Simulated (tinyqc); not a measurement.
Thermal stress and diffusional relaxation in a metal film: Coble and Nabarro-Herring creep, cooling and holds: one step, computed by the program tinyqc.

A thin film on a rigid substrate is stress-free at T0. Tension is positive and the film creeps linearly: d sigma/dt = -M (mismatch) dT/dt - sigma/tau.

Question. Creep at the hold temperature. Creep rate per stress: Nabarro-Herring 14 D Omega/(k_B T d^2), Coble (14 pi) delta D_b Omega/(k_B T d^3), with D = D0 exp(-E/(k_B T)), delta D_b = (delta D_b)0 exp(-E_b/(k_B T)); 1/tau = M x (sum of both)/2 (biaxial strain rate is half the uniaxial one). Temperatures in kelvin are T(C) + 273.15. sigma(t) = sigma_0 exp(-t/tau), relaxed part sigma_0 - sigma(t); the grain size where both mechanisms are equal is pi delta D_b/D.

Inputs (values chosen for the exercise, modelled on gold films on silicon):
```
quantity                           value        unit
biaxial modulus M                    131         GPa
atomic volume Omega                   17  angstrom^3
lattice prefactor D0             1.3e-05       m^2/s
lattice energy E                    1.83          eV
boundary prefactor (delta D_b)0  3.3e-16       m^3/s
boundary energy E_b                0.877          eV
grain size d                        0.79          um
stress-free temperature T0           250           C
hold temperature T                   210           C
hold time t                         0.01           h
```

stress after a quench sigma_0 = 59.736 MPa

Constants: k_B = 1.380649e-23 J/K; k_B = 8.617333262e-05 eV/K.

Give: Nabarro-Herring rate; Coble rate; relaxation time tau; stress after the hold; stress relaxed during the hold; crossover grain size.

Answer.

Nabarro-Herring rate = 6.056e-20 1/(Pa s)

Coble rate = 5.335e-14 1/(Pa s)

relaxation time tau = 0.07949 h

stress after the hold = 52.67 MPa

stress relaxed during the hold = 7.061 MPa

crossover grain size = 6.959e+05 um

Coble creep is 880000 times as fast as Nabarro-Herring creep at this grain size. The crossover size is formal, far above any film grain. Caution: bulk creep laws overstate relaxation in a bonded film, where the substrate constrains boundary diffusion, and dislocation glide is left out.
